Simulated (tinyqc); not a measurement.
Telling the models apart: thermal, flicker and telegraph noise of a field-effect transistor. Computed by tinyqc, a small Python program. Command: `OMP_NUM_THREADS=1 python tinyqc.py 3006051 3006052 out.jsonl noise walk`. One thread of a shared host (Intel(R) Xeon(R) Processor @ 2.30GHz), about 0.01 s of CPU time with the checks.

Strong inversion, threshold roll-off and channel-length modulation left out; noise sources are uncorrelated and are given as one-sided spectral densities.

Inputs (values chosen for the exercise, modelled on a high-k silicon transistor):
```
quantity                        value         unit
width W                           1.1   micrometre
length L                           82           nm
electrical oxide thickness t      1.3           nm
mobility mu                       170   cm^2/(V s)
saturation velocity v_s           1.1     1e7 cm/s
oxide trap density N_t        2.4e+16  1/(eV cm^3)
oxide barrier phi                   3           eV
oxide mass m_ox                  0.39          m_0
frequency f                      2000           Hz
temperature T                     400            K
```

Operating region: saturation. Flicker model: number fluctuation.

Constants: eps_0 = 8.8541878128e-12 F/m; hbar = 1.054571817e-34 J s; m_0 = 9.1093837015e-31 kg; e = 1.602176634e-19 C; k_B = 8.617333262e-05 eV/K.

Method. C_ox = 3.9 eps_0/t; V_c = 2 v_s L/mu; I = W C_ox v_s V_ov^2/(V_ov + V_c); g_m = W C_ox v_s V_ov (V_ov + 2 V_c)/(V_ov + V_c)^2; g_d0 = mu C_ox (W/L) V_ov. Tunnelling length lambda = hbar/(2 sqrt(2 m_ox phi)); flat-band noise S_Vfb = e^2 k_B T lambda N_t/(W L C_ox^2 f). S_I = g_m^2 S_Vfb.

Against the overdrive:
```
V_ov (V)  I (microampere)  (g_m/I)^2 (1/V^2)  S_I/I^2 (1/Hz)  S_I/g_m^2 (V^2/Hz)
0.20                101.9             84.770      1.2761e-12          1.5053e-14
0.25                153.2             52.379      7.8847e-13          1.5053e-14
0.32                238.3             30.536      4.5967e-13          1.5053e-14
0.40                351.9             18.625      2.8036e-13          1.5053e-14
0.50                514.7             11.286      1.6989e-13          1.5053e-14
0.63                754.3              6.673      1.0046e-13          1.5053e-14
0.80               1105.2              3.852      5.7988e-14          1.5053e-14
1.00               1559.3              2.295      3.4543e-14          1.5053e-14
```

What follows from these numbers?

S_I/I^2 falls as V_ov^-2.16 at first and V_ov^-2.32 at the end; (g_m/I)^2 as V_ov^-2.16 and V_ov^-2.32. The two run parallel and the input-referred noise is flat: the mark of pure number fluctuation.
